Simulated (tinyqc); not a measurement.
Specific resistance of a metal-semiconductor contact and its transmission-line measurement: one step, computed by the program tinyqc.

The barrier is parabolic (depletion approximation), energies E are normal energies counted from the band edge in the neutral semiconductor (downwards for holes), and the bias is zero. xi is an input, held fixed when other inputs move.

Problem. Current crowding. Transmission-line model: transfer length L_T = sqrt(rho_c/R_sh); R_c = (R_sh L_T/W) coth(d/L_T). Limits: rho_c/(W d) for d << L_T, sqrt(rho_c R_sh)/W for d >> L_T.

Inputs (values chosen for the exercise, modelled on n-type GaAs):
```
quantity,value,unit
temperature T,300,K
sheet resistance R_sh,180,ohm
contact length d,16,micrometre
contact width W,0.75,micrometre
```

Image-force lowering: left out.

specific contact resistance rho_c = 1.406607e-04 ohm cm^2

Give: transfer length L_T; d/L_T; contact resistance R_c; R_c W; short-contact limit; long-contact limit.

Solution.

transfer length L_T = 8.840 micrometre

d/L_T = 1.810

contact resistance R_c = 2238 ohm

R_c W = 1679 ohm micrometre

short-contact limit = 1172 ohm

long-contact limit = 2122 ohm

The contact is about one transfer length long, between the two limits.
